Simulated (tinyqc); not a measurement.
From one set of inputs to another, one input at a time: vacuum evaporation: vapour pressure, source flux, thickness distribution, purity and step coverage. Computed by tinyqc, a small Python program. Command: `OMP_NUM_THREADS=1 python tinyqc.py 3110358 3110359 out.jsonl evap ladder`. One thread of a shared host (Intel(R) Xeon(R) Processor @ 2.30GHz), about 0.02 s of CPU time with the checks.

Molecular flow, unit sticking of the metal, no re-evaporation. The background gas is taken as water vapour (18.015 g/mol, collision diameter 0.37 nm) at 300 K.

The inputs printed are set A. Set A is modelled on germanium, with constants for the liquid; the values taken over come from a set modelled on gold, with constants for the liquid. Inputs not listed in the table keep their values of set A, so the rows need not describe a real material.

Inputs (values chosen for the exercise, modelled on germanium, with constants for the liquid):
```
quantity                         value    unit
molar mass M                     72.63   g/mol
film density rho                  5.32  g/cm^3
vapour-pressure constant A       10.68       -
vapour-pressure constant B       17520       K
source temperature T              1550       K
source area                       0.13    cm^2
directionality n                     4       -
source-to-wafer distance h          26      cm
wafer radius R                      15      cm
source offset from the axis s/h   0.53       -
background pressure p            5e-08      Pa
sticking of background gas         0.3       -
```

Constants: u = 1.6605390666e-27 kg; k_B = 1.380649e-23 J/K; R = 8.314462618 J/(mol K).

Method:
- log10(p_v/Pa) = A - B/T; flux from the surface Phi = p_v/sqrt(2 pi m k_B T), m = M u.
- Mass loss = Phi x area x m; heat of evaporation = ln(10) R B; d ln Phi/dT = ln(10) B/T^2 - 1/(2 T).
- A small source emits (n + 1) Phi area cos^n(phi)/(2 pi) per solid angle; on a parallel plane at height h and lateral distance l the arrival rate is (n + 1) Phi area/(2 pi h^2) x (1 + (l/h)^2)^(-(n + 3)/2). Growth rate = arrival rate x m/rho, m = M u. The wafer is fixed and centred above the source.
- Rotating wafer, source offset by s and facing upwards: thickness at radius r is the mean over the angle a of (1 + (r^2 + s^2 - 2 r s cos a)/h^2)^(-(n + 3)/2), by 360 equal steps; non-uniformity (max - min)/(max + min) over 21 radii from 0 to R.
- Mean free path lambda = k_B T_g/(sqrt2 pi d^2 p); unscattered share exp(-h/lambda); gas arrival p/sqrt(2 pi m_g k_B T_g); impurity ratio = sticking x gas arrival/metal arrival; monolayer time = 1e15 cm^-2/(sticking x gas arrival).

Each row keeps all changes above it:
```
input moved                       from     to  impurity ratio  non-uniformity, rotating (%)  mass loss (g/h)
set A                                -      -          0.0019                         10.82          0.01055
directionality n                     4      2          0.0031                         11.98          0.01055
source offset from the axis s/h   0.53   0.33          0.0031                         24.42          0.01055
background pressure p (Pa)       5e-08  2e-07          0.0125                         24.42          0.01055
vapour-pressure constant B (K)   17520  18050          0.0275                         24.42          0.00480
source-to-wafer distance h (cm)     26     64          0.1668                          4.09          0.00480
source area (cm^2)                0.13   0.12          0.1807                          4.09          0.00443
wafer radius R (cm)                 15      5          0.1807                          0.45          0.00443
```

Where does the difference come from?

Impurity ratio goes from 0.00188 to 0.181, a factor 96.2 in all. The largest single move comes from source-to-wafer distance h (a factor 6.06). non-uniformity, rotating goes from 10.8 to 0.452, a factor 0.0418 in all. The largest single move comes from wafer radius R (a factor 0.110), and source offset from the axis s/h works against it (a factor 2.04). Mass loss goes from 0.0106 to 0.00443, a factor 0.420 in all. The largest single move comes from vapour-pressure constant B (a factor 0.455). The single moves hold for this order of the switches; the total does not depend on the order.

Extremes, crossings and ranges named in words are read from the listed rows.
